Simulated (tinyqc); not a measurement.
What moves the results: Kane-Mele model of a buckled honeycomb layer in a normal field. A value that a table varies takes the place of the one given here.

Sublattices A and B lie at +/-b, so the field gives them the energies +/-D, D = e b Ez (in eV for b in angstrom and Ez in V/angstrom); 2 lam is the gap at zero field. Near the valleys tau = +/-1, for spin sz = +/-1: H = hbar v (tau qx sx + qy sy) + m sz_AB with m = D - tau sz lam, hbar v = (sqrt3/2) a t. On the lattice the spin-orbit term is the second-neighbour hopping i (lam/3 sqrt3) nu sz, nu = +/-1 by the sense of the turn. The filled band of one cone contributes tau sign(m)/2 to the Chern number, in the sense Omega = curl of i<u|grad u>. Rashba terms are left out.

Zigzag ribbon of N chains, sites A1, B1, A2, ...; k in 1/a. Bonds -2t cos(k/2) (A_n to B_n) and -t (B_n to A_(n+1)); diagonal +/-(D + 2 l2 sz sin k) on A and B; A_n to A_(n+1): -2 l2 sz sin(k/2), B_n to B_(n+1): the opposite; l2 = lam/(3 sqrt3).

Constants: kB = 8.617333262e-05 eV/K; hbar^2/2m0 = 3.80998211 eV angstrom^2.

Values chosen for the exercise (of the size used for stanene; the results hold for these values, not for the real material):
- a = 4.61 angstrom (lattice constant)
- t = 1.41 eV (hopping)
- lam = 0.089 eV (spin-orbit half gap)
- b = 0.42 angstrom (half the buckling height)
- Ez = 0.13 V/angstrom (normal field at the atoms, after screening; 0.01 is 1 MV/cm, and gates reach some 0.05)
- N = 16 (chains)

## Edge bands of a zigzag ribbon

The two middle levels for each spin, and the weight of the upper one on the half of the ribbon that holds A1.

Middle levels (meV):
```
k/pi  up, lower  up, upper  up, weight  down, lower  down, upper  down, weight
0.6    -361.518    361.518        0.58     -334.478      334.478          0.48
0.7    -148.903    148.903        0.87      -65.504       65.504          0.33
0.8    -114.884    114.884        1.00       -5.813        5.813          0.00
0.9     -86.258     86.258        1.00      -22.817       22.817          1.00
1.0     -54.536     54.536        1.00      -54.536       54.536          1.00
1.1     -22.817     22.817        1.00      -86.258       86.258          1.00
1.2      -5.813      5.813        0.00     -114.884      114.884          1.00
1.3     -65.504     65.504        0.33     -148.903      148.903          0.87
1.4    -334.478    334.478        0.48     -361.518      361.518          0.58
```

For spin up the upper level changes from one edge to the other between k/pi = 1.1 and 1.2: the two edge bands cross there and each joins valence to conduction band. Spin down mirrors this about k = pi, so each edge carries a counter-moving pair. At k = pi the levels are -54.536 and 54.536 meV, with D = 54.600 meV and lam = 89 meV.

## Closing and reopening the gap

Ez = f lam/b. Gap 2 |D - lam|, second gap 2 (D + lam), Z2 index, and the temperature at which kB T equals the gap.

Against field:
```
f     Ez (V/angstrom)  gap (meV)  second gap (meV)  Z2  gap/kB (K)
0.00                0    178.000           178.000   1      2065.6
0.25           0.0530    133.500           222.500   1      1549.2
0.50            0.106     89.000           267.000   1      1032.8
0.75            0.159     44.500           311.500   1       516.4
0.90            0.191     17.800           338.200   1       206.6
1.10            0.233     17.800           373.800   0       206.6
1.50            0.318     89.000           445.000   0      1032.8
2.00            0.424    178.000           534.000   0      2065.6
3.00            0.636    356.000           712.000   0      4131.2
```

The gap closes at Ez = 0.2119 V/angstrom, 21.2 MV/cm at the atoms (the applied field must be larger by the screening), and is back at its zero-field size at twice that. At zero field it is 178.0 meV, above kB T at 300 K (25.9 meV).

## What each parameter does

Smaller and larger gap, hbar v, and the mass 2c|m|/(hbar v)^2 at the smaller gap, c = hbar^2/2m0. Each row changes one parameter from the base and keeps the others.

Results:
```
case                   smaller gap (meV)  larger gap (meV)  hbar v (eV angstrom)  mass (m0)
base                              68.800           287.200                5.6293    0.00827
a = 5.071 angstrom                68.800           287.200                6.1922    0.00684
t = 1.551 eV                      68.800           287.200                6.1922    0.00684
lam = 0.0979 eV                   86.600           305.000                5.6293    0.01041
Ez = 0.143 V/angstrom             57.880           298.120                5.6293    0.00696
```

The largest shifts from the base row, up to three for each result and ties (the steps differ in size, so this ranks the rows, not the parameters). smaller gap (meV): lam +17.800, Ez -10.920; unchanged at the printed digits by a and t. larger gap (meV): lam +17.800, Ez +10.920; unchanged at the printed digits by a and t. hbar v (eV angstrom): t +0.5629, a +0.5629; unchanged at the printed digits by lam and Ez. mass (m0): lam +0.00214, t -0.00144, a -0.00144.

Computed by tinyqc, a small Python program: `OMP_NUM_THREADS=1 python tinyqc.py 1482732 1482733 out.jsonl` (the numbers bound the seed that draws the inputs); one thread of a shared host (Intel(R) Xeon(R) Processor @ 2.30GHz), about 0.01 s for the whole set of steps.
